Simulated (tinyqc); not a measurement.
Ballistic transport through the one-dimensional subbands of a rectangular nanowire or nanosheet channel: one step, computed by the program tinyqc. Command: `OMP_NUM_THREADS=1 python tinyqc.py 3029048 3029049 out.jsonl wire walk`. One thread of a shared host (Intel(R) Xeon(R) Processor @ 2.30GHz), about 0.02 s of CPU time with the checks.

Hard walls, parabolic subbands, transport along x. Energies are counted from the bulk conduction band edge at the top of the barrier, which the gate pulls down by U; the source Fermi level lies at the bulk edge when U = 0.

Problem. Conductance, capacitance and scattering. Linear conductance G = (2 e^2/h) sum_i g f(eta_i), g = 2, f = 1/(1 + exp(-eta_i)), with the barrier frozen at the eta_i above; current per perimeter I/(2(a + b)); with scattering, transmission lambda/(lambda + L) and low-bias resistance (1 + L/lambda)/G.

Inputs (values chosen for the exercise, modelled on silicon):

| quantity | value | unit |
|---|---|---|
| height a | 3.1 | nm |
| width b | 3.6 | nm |
| temperature T | 77 | K |
| mean free path for back-scattering lambda | 33 | nm |
| channel length L | 90 | nm |

Valleys: silicon [100] wire.

Occupation:

| subband | eta_i | n_i (1/nm) | I_i (microampere) |
|---|---|---|---|
| 1 | 8.37709 | 4.424363e-01 | 7.379851e+00 |
| 2 | 2.40698 | 1.722360e-01 | 2.557535e+00 |
| 3 | -10.78996 | 2.170777e-06 | 2.117538e-05 |
| 4 | -11.80562 | 7.861819e-07 | 7.668987e-06 |
| 5 | -14.71921 | 9.167645e-08 | 4.162807e-07 |
| 6 | -35.49329 | 4.056022e-17 | 3.956531e-16 |
| 7 | -42.73504 | 2.904353e-20 | 2.833111e-19 |
| 8 | -57.21408 | 1.495839e-26 | 1.459147e-25 |
| 9 | -68.65603 | 1.605851e-31 | 1.566461e-30 |
| 10 | -76.38112 | 7.091557e-35 | 6.917607e-34 |

ballistic current I = 9.937416 microampere

Constants: e = 1.602176634e-19 C; h = 6.62607015e-34 J s.

Give: open modes sum g f; ballistic conductance; current per perimeter; transmission; low-bias resistance with scattering.

Solution.

open modes sum g f = 3.8343

ballistic conductance = 297.09 microsiemens

current per perimeter = 741.60 microampere/micrometre

transmission = 0.26829

low-bias resistance with scattering = 12.546 kiloohm

Even without scattering the wire has h/(2 e^2 M) = 3.37 kiloohm, which sits in the contacts.
